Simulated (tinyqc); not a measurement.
Inside a calculation. Model: off-state leakage of single and stacked transistors.

Computed by the program tinyqc: `OMP_NUM_THREADS=1 python tinyqc.py 2242179 2242180 out.jsonl`, one thread of a shared Intel Xeon 2.30GHz, about 0.03 s for the whole run. Printed values are rounded.

n-channel devices of unit width. Subthreshold current I(Vg, Vs, Vd) = I0 (T/300 K)^0.5 exp[(Vg - Vs - VT(T) - gb (Vs - Vb) + dd (Vd - Vs))/(nf Vt)] (1 - exp(-(Vd - Vs)/Vt)), VT(T) = VT - cT (T - 300 K). Gate-edge tunnelling Ig (Vd/1 V) exp(ag (Vd - 1 V)), for a gate at 0 V, and band-to-band leakage Ab u exp(-Bb/u), u = Vd - Vb + 1 V, flow at a drain held at V; both are taken as independent of T. In a stack of off transistors (all gates at 0 V) the same subthreshold current passes through each.

Parameters, values chosen for the exercise; values of the order met in bulk silicon logic transistors:
- T = 330 K (temperature)
- V = 1.1 V (supply voltage)
- VT = 0.36 V (threshold at 300 K, zero drain and body bias)
- cT = 0.7 mV/K (fall of the threshold with temperature)
- I0 = 0.13 uA/um (current at threshold at 300 K)
- nf = 1.31 (slope factor)
- dd = 0.09 (drain-induced lowering per volt)
- gb = 0.24 (rise of the threshold per volt of source-body bias)
- Ig = 9e-6 uA/um (gate-edge tunnelling current at 1 V)
- ag = 3.6 1/V (exponential slope of the gate current)
- Ab = 100 uA/(um V) (prefactor of band-to-band leakage at the drain)
- Bb = 27 V (its exponential voltage)
- Vb = 0 V (body voltage)

Constants: q = 1.602176634e-19 C, kB = 1.380649e-23 J/K, Vt = kB T/q. Results are converted to the units shown.

## Leakage of one transistor

Vg = Vs = 0, Vd = V; effective threshold VT(T) - gb Vb - dd V.

effective threshold = 0.24 V
parts (nA/um): subthreshold 0.217123, gate edge 0.0141900, band-to-band 0.547562
total = 0.778875 nA/um
shares (%): subthreshold 27.8765, gate edge 1.82185, band-to-band 70.3016

The band-to-band part is the largest.

## Starting value

Vx = dd V/(1 + gb + 2 dd), the solution for Vx well above Vt, rounded to three decimals.

Vx at the start = 0.07 V

## Iteration 1: new Vx

Stack of two, Vx the node between them: I_low = I(0, 0, Vx), I_up = I(0, Vx, V), f = ln(I_up/I_low), f' = -(1 + gb + 2 dd)/(nf Vt) - 1/(Vt (exp(Vx/Vt) - 1)) - 1/(Vt (exp((V - Vx)/Vt) - 1)), Vx(new) = Vx - f/f'.

I_low = 0.0164923 nA/um
I_up = 0.0178378 nA/um
f = 0.0784232
f' = -41.3974 1/V
Vx after iteration 1 = 0.0718944 V

## Iteration 2: new Vx

As before.

I_low = 0.0166676 nA/um
I_up = 0.0166712 nA/um
f = 2.20396e-4
f' = -41.1677 1/V
Vx after iteration 2 = 0.0718998 V

## Iteration 3: new Vx

As before.

I_low = 0.0166680 nA/um
I_up = 0.0166680 nA/um
f = 1.67003e-9
f' = -41.1671 1/V
Vx after iteration 3 = 0.0718998 V

## Course of the iteration

Stop when the step is below 1e-11 V, or after 40 iterations.

Course of the iteration:
```
iteration  Vx before the step (V)  step (V)
1                            0.07   1.89e-3
2                       0.0718944   5.35e-6
3                       0.0718998  4.06e-11
4                       0.0718998         0
```

Converged in 4 iterations. The subthreshold current of the stack is 0.01667 nA/um, 13.0 times less than that of one transistor (the drain leakage is unchanged); the estimate exp[dd V (1 + gb + dd)/((1 + gb + 2 dd) nf Vt)] gives 12.1.
